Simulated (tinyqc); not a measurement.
Two-diode model of a solar cell: effect of the series resistance.

J is the current delivered and Vj = V + J Rs the junction voltage. J = X JL - J01 (exp(Vj/(n1 Vt)) - 1) - J02 (exp(Vj/(2 Vt)) - 1) - Vj/Rp. The photocurrent does not depend on voltage.

Jsc at V = 0, Voc at J = 0, the maximum power point where J (1 + 2 Rs G) = G Vj with G = -dJ/dVj; FF = Vmp Jmp/(Voc Jsc); efficiency Vmp Jmp/(X Pin). Empirical fill factor without parasitics FF0 = (v - ln(v + 0.72))/(v + 1), v = Voc/(n1 Vt).

Parameters, values chosen for the exercise; values of the order met in cells of cadmium telluride:
```
symbol    value      unit                                              meaning
T           300         K                                          temperature
JL         23.8   mA/cm^2                              photocurrent at one sun
X             1      suns                                        concentration
J01     5.2e-17    A/cm^2                saturation current of the first diode
n1            1                             ideality factor of the first diode
Rp          700  ohm cm^2                                     shunt resistance
Pin         100   mW/cm^2                            incident power at one sun
J02     2.5e-10    A/cm^2  saturation current of the second diode (ideality 2)
```

Constants: q = 1.602176634e-19 C, kB = 1.380649e-23 J/K, Vt = kB T/q. Results are converted to the units shown.

The same in every row: Voc (V) = 0.8654; FF0 = 0.8685.

Effect of the series resistance:
```
Rs (ohm cm^2)	Jsc (mA/cm^2)	Vmp (V)	Jmp (mA/cm^2)	FF	efficiency (%)
0	23.80	0.7647	21.68	0.8050	16.58
0.05	23.80	0.7637	21.68	0.8039	16.56
0.11	23.80	0.7625	21.67	0.8026	16.53
0.25	23.79	0.7597	21.67	0.7996	16.46
0.55	23.78	0.7538	21.65	0.7931	16.32
1.2	23.76	0.7410	21.61	0.7790	16.02
2.7	23.71	0.7119	21.52	0.7467	15.32
6	23.60	0.6497	21.25	0.6762	13.81
```

As Rs goes from 0 to 6, Voc stays at 0.865 V, FF falls from 0.805 to 0.676 and the efficiency falls from 16.6 to 13.8 %. Voc does not depend on Rs, since no current flows through it at open circuit; between the first two rows FF drops by 0.979 times rs = Rs Jsc/Voc in relative terms.

Computed by the program tinyqc: `OMP_NUM_THREADS=1 python tinyqc.py 2280038 2280039 out.jsonl`, one thread of a shared Intel Xeon 2.30GHz, about 0.01 s for the whole run.
